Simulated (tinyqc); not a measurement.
Shockley state of an s-p chain by decimation, step by step. Values are carried at full precision from step to step, so a last printed digit may differ when a step is redone from the rounded ones.

Each site has s at -d/2 and p at +d/2: H0 = diag(-d/2, d/2). The block to the next site on the right is H1 = [[-ts, u], [-u, tp]] (rows s, p of site n; columns s, p of site n + 1). Bulk: H(k) = [[-d/2 - 2 ts cos k, 2i u sin k], [-2i u sin k, d/2 + 2 tp cos k]]. The bands are inverted at k = pi if d < 2 (ts + tp).

Inputs chosen for the exercise:
```
symbol  value  unit  meaning
d       1.2    eV    Ep - Es
ts      0.82   eV    s-s hopping
tp      0.8    eV    p-p hopping
u       0.9    eV    s-p hopping
E       0.01   eV    energy
eta     0.01   eV    broadening
```

## Bulk bands

Levels and s weight of the lower band at k = j pi/6.

Bands:
```
k/pi   lower (eV)  upper (eV)  s weight, lower
0.000     -2.2400      2.2000            1.000
0.167     -2.2132      2.1786            0.956
0.333     -2.1119      2.0919            0.835
0.500     -1.8974      1.8974            0.658
0.667     -1.5629      1.5829            0.433
0.833     -1.1888      1.2234            0.167
1.000     -1.0000      1.0400            0.000
```

The lower band is s-like at k = 0 and p-like at pi: the bands are inverted, and the gap is a hybridisation gap that can hold a Shockley state.

## First round of decimation

Decimation (Sancho-Rubio) at z = E + i eta: start with es = e = H0, A = H1, B = H1^T. Each round forms g = (z - e)^-1 and sets es += A g B, e += A g B + B g A, A = A g A, B = B g B, doubling the length covered. Stop when all |A| < 1e-10. Surface G = (z - es)^-1, bulk G = (z - e)^-1; densities -Im tr G/pi.

Carry out one round.

g (1/eV):
```
                s                p
s  1.6389-0.0269i           0.0000
p          0.0000  -1.6944-0.0287i
```

es (eV):
```
                 s                p
s  -0.8705-0.0413i  -0.0105-0.0405i
p  -0.0105-0.0405i   0.8431-0.0401i
```

e (eV):
```
                 s               p
s  -1.1410-0.0827i          0.0000
p           0.0000  1.0862-0.0803i
```

A (eV):
```
                s                p
s  2.4745+0.0052i  -2.4295-0.0008i
p  2.4295+0.0008i  -2.4119+0.0034i
```

## Course of the decimation

All rounds.

Rounds:
```
round  sites covered  largest |A| (eV)  surface density (1/eV)
1                  2              2.47                 0.04399
2                  4              10.7                 0.88644
3                  8              52.3                24.52220
4                 16             0.142                25.66471
5                 32          6.60e-07                25.66472
6                 64          1.43e-17                25.66472
```

surface G (1/eV):
```
                   s                  p
s   10.5384-39.8164i  -10.4536+40.3075i
p  -10.4536+40.3075i   10.3633-40.8117i
```

densities (1/eV): surface 25.66472, bulk 0.00253

Converged in 6 rounds. E lies inside the bulk gap (-1.000 to 1.040 eV); once |A| is small it falls roughly as its square in each round, up to a factor. The surface density is 10142 times the bulk one, owing to the broadened Shockley level, which peaks near 0.01 eV.

## Checks

- Surface G against the Dyson relation G = (z - H0 - H1 G H1^T)^-1: they agree to 1e-10 or better.

(tinyqc, `OMP_NUM_THREADS=1 python tinyqc.py 1451179 1451180 out.jsonl`, Intel(R) Xeon(R) Processor @ 2.30GHz, 1 thread, shared host, about 0.3 s.)
